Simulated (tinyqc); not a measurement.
# Tunnelling through a two-layer gate stack, WKB transmission and Tsu-Esaki current: effect of the barrier height

Electrons leave the emitter at x = 0. Energies E (motion across the layers) are in eV from the emitter Fermi level; the collector Fermi level lies at -V and offers states at every E. No charge in the dielectric and no image force: F1 = V/(t1 + t2 eps1/eps2), F2 = F1 eps1/eps2; U = phi1 - F1 x in layer 1 and phi2 - F1 t1 - F2 (x - t1) in layer 2. With C = hbar^2/(2 m0), kappa = sqrt(m (U - E)/C) where U > E and 0 elsewhere; T(E) = exp(-S), S = 2 times the integral of kappa over x.

Each layer adds (2/F) sqrt(m/C) [G(u at its left edge) - G(u at its right edge)] to S, with u = U - E (0 where negative) and G(u) = (2/3) u^1.5. J = J0 times the integral of T(E) N(E) dE, N = ln[(1 + exp(-E/Vt))/(1 + exp((-E - V)/Vt))], J0 = q^2 me m0 kB T/(2 pi^2 hbar^3) (times 1e-4 for A/cm^2 per eV), from E = -Ef to far above the barrier (T = 1 there), by quadrature converged to the digits shown.

Parameters, values chosen for the exercise; layer 1 close to silicon dioxide, layer 2 close to hafnium oxide:
- T = 300 K (temperature)
- Ef = 4.6 eV (Fermi energy of the emitter above its band bottom)
- me = 1 m0 (emitter mass in the supply function)
- m1 = 0.48 m0 (tunnelling mass of layer 1)
- t1 = 0.6 nm (thickness of layer 1)
- eps1 = 3.87 (relative permittivity of layer 1)
- phi2 = 1.47 eV (barrier of layer 2 at zero bias)
- m2 = 0.2 m0 (tunnelling mass of layer 2)
- t2 = 3 nm (thickness of layer 2)
- eps2 = 22.3 (relative permittivity of layer 2)
- V = 0.3 V (voltage across the dielectric)

Constants: q = 1.602176634e-19 C, kB = 1.380649e-23 J/K, hbar = 1.054571817e-34 J s, m0 = 9.1093837015e-31 kg, Vt = kB T/q, hbar^2/(2 m0) = 0.0380998212 eV nm^2. Results are converted to the units shown.

Results:

| phi1 (eV) | S at E = 0 | T(E = 0) | J (A/cm^2) | mean E of the current (eV) |
|---|---|---|---|---|
| 1.5 | 20.38 | 1.412e-9 | 0.3872 | -0.2246 |
| 1.77 | 20.84 | 8.898e-10 | 0.2512 | -0.2282 |
| 2.04 | 21.27 | 5.811e-10 | 0.1679 | -0.2312 |
| 2.31 | 21.66 | 3.905e-10 | 0.1151 | -0.2337 |
| 2.59 | 22.05 | 2.650e-10 | 0.07946 | -0.2359 |
| 3.13 | 22.74 | 1.328e-10 | 0.04092 | -0.2395 |
| 3.4 | 23.06 | 9.623e-11 | 0.02998 | -0.2410 |

Estimate the missing row, phi1 = 2.86 eV.

Computed row:

| phi1 (eV) | S at E = 0 | T(E = 0) | J (A/cm^2) | mean E of the current (eV) |
|---|---|---|---|---|
| 2.86 | 22.41 | 1.860e-10 | 0.05659 | -0.2378 |

With this row back in the table: J falls from 0.387 to 0.0300 A/cm^2, on average 0.585 decades for each eV, while S rises from 20.4 to 23.1. In every row a layer is thinner than 0.8 nm, a few atomic planes, where an effective mass is a rough description.

Computed by the program tinyqc: `OMP_NUM_THREADS=1 python tinyqc.py 2540109 2540110 out.jsonl`, one thread of a shared Intel Xeon 2.30GHz, about 0.05 s for the whole run.
